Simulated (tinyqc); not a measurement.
Worked calculation: plane-wave Kohn-Sham cycle with exchange-only LDA in a layered model solid. One step of it, computed by the program tinyqc.

Problem. Iteration 2: potential. V_H(G) = 4 pi rho(G)/G^2 for G != 0 (uniform background); v_x = -(3 rho/pi)^(1/3); V = V_ext + V_H + v_x; Fourier components f(G_m) = (1/N) sum_j f(x_j) exp(-i G_m x_j).

A solid whose potential varies along x alone (atomic units):
```
parameter                      value
period a                    8.400000
cross-section of the cell  36.000000
electrons per cell                 2
grid points                       16
plane waves -n..n, n               3
k points                           1
V1 in V1 cos(2 pi x/a)     -0.580000
```

density after iteration 1 (e/bohr^3): 0.00726218  0.00708720  0.00672365  0.00644967  0.00636824  0.00640601  0.00646864  0.00651214  0.00652682  0.00651214  0.00646864  0.00640601  0.00636824  0.00644967  0.00672365  0.00708720

Give: Potentials on the grid; V(G_m), m = 0, 1, 2, ....

Solution.

Potentials on the grid (hartree):
```
x         V_ext      V_H      v_x        V
0.0000  -0.5800   0.0079  -0.1907  -0.7628
0.5250  -0.5359   0.0068  -0.1892  -0.7182
1.0500  -0.4101   0.0042  -0.1859  -0.5918
1.5750  -0.2220   0.0011  -0.1833  -0.4042
2.1000        0  -0.0015  -0.1825  -0.1840
2.6250   0.2220  -0.0032  -0.1829   0.0359
3.1500   0.4101  -0.0042  -0.1835   0.2224
3.6750   0.5359  -0.0047  -0.1839   0.3472
4.2000   0.5800  -0.0049  -0.1840   0.3911
4.7250   0.5359  -0.0047  -0.1839   0.3472
5.2500   0.4101  -0.0042  -0.1835   0.2224
5.7750   0.2220  -0.0032  -0.1829   0.0359
6.3000        0  -0.0015  -0.1825  -0.1840
6.8250  -0.2220   0.0011  -0.1833  -0.4042
7.3500  -0.4101   0.0042  -0.1859  -0.5918
7.8750  -0.5359   0.0068  -0.1892  -0.7182
```

V(G_m), m = 0, 1, 2, ... (hartree): -0.1848  -0.2882  -0.0005  -0.0003  -0.0001  0.0000  0.0000
